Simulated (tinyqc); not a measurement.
# Resistance of a source-drain extension with a graded tip: abruptness at a fixed junction position

y runs along the channel, the gate covers y > 0. The doping is N0 for y < y0 and N0 10^(-(y - y0)/la) beyond, uniform over the depth xj. Sheet conductance s(y) = q mu(N) max(N - Nch, 0) xj + (for y > 0) ma Cox Vo, with mu(N) = u0 + (u1 - u0)/(1 + (N/Nr)^au) and Cox = eps0 eox/tox. Current is taken as one-dimensional; depletion of the tip, spreading and the contact are left out. The metallurgical junction lies at yj, where N = Nch.

R_spacer = integral of dy/s from -Ls to 0, R_ov from 0 to yj, R_channel = (Lg - 2 yj)/(ma Cox Vo), R_total = 2 R_spacer + 2 R_ov + R_channel. Electrical length L_eff = ma Cox dR_total/d(1/Vo); R_series = R_total - L_eff/(ma Cox Vo). y0 is moved with la so that yj stays at 6.8026 nm.

Parameters, values chosen for the exercise; mobility law close to that of electrons in silicon:
```
symbol   value        unit                                                                 meaning
eox       7.43              relative permittivity of the gate insulator (close to silicon nitride)
tox        6.9          nm                                                     insulator thickness
N0      5.5e19       cm^-3                        active doping of the extension far from the gate
xj           9          nm                                                  depth of the extension
Nch     3.7e17       cm^-3                                                          channel doping
Ls          20          nm                                                           spacer length
Vo        0.41           V                                                          gate overdrive
ma         140  cm^2/(V s)                                      mobility of the gate-induced layer
u1        1414  cm^2/(V s)                                                  mobility at low doping
u0        68.5  cm^2/(V s)                                                 mobility at high doping
Nr      9.2e16       cm^-3                                                        reference doping
au       0.711                                                                            exponent
Lg          30          nm                                                             gate length
```

Constants: q = 1.602176634e-19 C, eps0 = 8.8541878128e-14 F/cm where lengths are in cm. Results are converted to the units shown.

The same in every row: yj (nm) = 6.803; R_channel (ohm um) = 299.6.

Abruptness at a fixed junction position:

| la (nm/decade) | R_spacer (ohm um) | R_ov (ohm um) | R_total (ohm um) | L_eff (nm) | R_series (ohm um) |
|---|---|---|---|---|---|
| 1 | 30.73 | 23.47 | 408.0 | 17.53 | 87.64 |
| 2.3 | 30.73 | 41.45 | 443.9 | 18.90 | 98.57 |
| 3.6 | 31.27 | 58.99 | 480.1 | 20.26 | 109.9 |
| 4.9 | 38.64 | 71.57 | 520.0 | 21.46 | 127.8 |
| 6.1 | 52.40 | 79.38 | 563.1 | 22.36 | 154.5 |
| 7.4 | 73.29 | 85.42 | 617.0 | 23.14 | 194.1 |
| 8.7 | 99.17 | 89.94 | 677.8 | 23.78 | 243.3 |
| 10 | 129.1 | 93.46 | 744.8 | 24.30 | 300.8 |

As la goes from 1 to 10 nm/decade, R_total rises from 408 to 745 ohm um, R_spacer rises from 30.7 to 129 ohm um and R_ov rises from 23.5 to 93.5 ohm um. R_total changes on average by 37.4 ohm um for each nm/decade. L_eff exceeds the metallurgical length by 1.14 nm in the first row and 7.91 nm in the last, since the gate also controls the lightly doped tips.

Computed by the program tinyqc: `OMP_NUM_THREADS=1 python tinyqc.py 2282006 2282007 out.jsonl`, one thread of a shared Intel Xeon 2.30GHz, about 0.04 s for the whole run.
